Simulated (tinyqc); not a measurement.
# Changing the aspect ratio h/w

Model: bottom-up copper filling of a trench by curvature-enhanced accelerator coverage. Computed by tinyqc, a small Python program. Command: `OMP_NUM_THREADS=1 python tinyqc.py 3019140 3019141 out.jsonl superfill sweep`. One thread of a shared host (Intel(R) Xeon(R) Processor @ 2.30GHz), about 0.1 s of CPU time with the checks.

A rectangular trench keeps vertical walls and a flat floor. An accelerator floats on the surface; where area is lost in the corners it is passed on to the floor.

Inputs (values chosen for the exercise, close to those used for damascene copper plating): trench width w = 120 nm; exchange current of the suppressed surface i_0 = 0.025 mA/cm^2; exchange current of the accelerated surface i_1 = 0.61 mA/cm^2; transfer coefficient alpha = 0.49; overpotential eta = 0.17 V; starting coverage theta_0 = 0.0059; adsorption rate k_a = 0 1/s; cupric ion concentration C = 0.74 mol/l; diffusivity D = 5.6e-06 cm^2/s; boundary layer delta = 69 um; temperature T = 298 K.

Constants: e = 1.602176634e-19 C; N_A = 6.02214076e+23 1/mol; k_B = 8.617333262e-05 eV/K.

Method. Kinetic current i_k = [i_0 (1 - theta) + i_1 theta] exp(alpha eta/(k_B T)), limit i_L = 2 F D C/delta, i = 1/(1/i_k + 1/i_L); velocity v = i Omega/(2F), Omega = 7.11 cm^3/mol, F = e N_A. Depletion inside the trench is ignored. Half width x, floor height y, depth h = aspect ratio x w. dx/dt = -v_s, dy/dt = v_b. d theta_b/dt = k_a (1 - theta_b) + [theta_s v_b + theta_b v_s]/x: the floor takes the accelerator of the wall it covers and keeps its own as it narrows. d theta_s/dt = k_a (1 - theta_s). theta_b is capped at 1. Integrate (tolerance 1e-9) until the walls meet (x = 0.02 w/2) or the floor passes the original mouth y = h. Start: x = w/2, y = 0, theta_b = theta_s = theta_0. Height filled = y/h, opening left = x/(w/2).

One run for each value:
```
aspect ratio h/w  share of the height filled from the floor  opening left, as a share of w  time at the end (s)
0.50                                                 1.0000                        0.20451               178.75
0.75                                                 1.0000                        0.05211               213.00
1.00                                                 0.9084                        0.02000               220.22
1.50                                                 0.6056                        0.02000               220.22
2.00                                                 0.4542                        0.02000               220.22
2.50                                                 0.3633                        0.02000               220.22
3.00                                                 0.3028                        0.02000               220.22
4.00                                                 0.2271                        0.02000               220.22
6.00                                                 0.1514                        0.02000               220.22
```

What does the table show, and why?

Over the rows, share of the height filled from the floor falls from 1.00 to 0.151, flat over part of the range; opening left, as a share of w falls from 0.205 to 0.0200, flat over part of the range; time at the end (s) rises from 179 to 220, flat over part of the range. The largest aspect ratio filled among these rows is 0.75. The floor must climb h while the walls close w/2, and its speed is bounded by v(1); a row with 0.02 left has pinched off with a seam.

Caution (all rows): real profiles develop slanted corners, and accelerator is consumed; both are left out.

Extremes, crossings and ranges named in words are read from the listed rows.
